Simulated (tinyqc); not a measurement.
What moves the results of Gaussian smearing: smearing for a one-band metal on the fcc lattice.

Lattice vectors (units of a): a1 = (0, 1/2, 1/2), a2 = (1/2, 0, 1/2), a3 = (1/2, 1/2, 0). E(k) = -t A_1(k) - t2 A_2(k), A_m the sum of cos(k . R) over the 12 nearest and 6 second lattice vectors. Mesh k = sum (j_i/N) b_i, j_i = 0 .. N-1.

With x = (E_k - mu)/sigma: Gaussian f = erfc(x)/2, s = exp(-x^2)/(2 sqrt(pi)). With weights w = points/N^d (d the dimension), mu solves 2 sum w f = ne; E = 2 sum w f E_k, S = 2 sum w s, F = E - sigma S.

Values chosen for the exercise: t = 0.77 eV (nearest hopping); t2 = -0.04 eV (second hopping); ne = 0.63 (electrons per cell); N = 4 (unshifted mesh); sigma = 0.154 eV (width).

All sums formed anew. Each row changes one parameter from the base and keeps the others.

Results:
```
case              mu (eV)   E (eV)       S   F (eV)
base              -0.1759  -2.0261  0.1014  -2.0417
N = 8             -0.3609  -2.0589  0.0329  -2.0639
sigma = 0.308 eV  -0.2243  -2.0222  0.1201  -2.0592
ne = 0.73         -0.1074  -2.0374  0.1193  -2.0558
t2 = 0.037 eV      0.0495  -2.0291  0.1132  -2.0465
t = 0.847 eV      -0.1759  -2.2282  0.1014  -2.2438
```

The largest shifts from the base row, up to three for each result and ties (the steps differ in size, so this ranks the rows, not the parameters). mu (eV): t2 +0.2254, N -0.1850, ne +0.0684; unchanged at the printed digits by t. E (eV): t -0.2021, N -0.0328, ne -0.0113. S: N -0.0686, sigma +0.0187, ne +0.0178; unchanged at the printed digits by t. F (eV): t -0.2021, N -0.0222, sigma -0.0175.

Computed by tinyqc, a small Python program: `OMP_NUM_THREADS=1 python tinyqc.py 1651429 1651430 out.jsonl` (the numbers bound the seed that draws the inputs); one thread of a shared host (Intel(R) Xeon(R) Processor @ 2.30GHz), about 0.3 s for the whole set of steps.
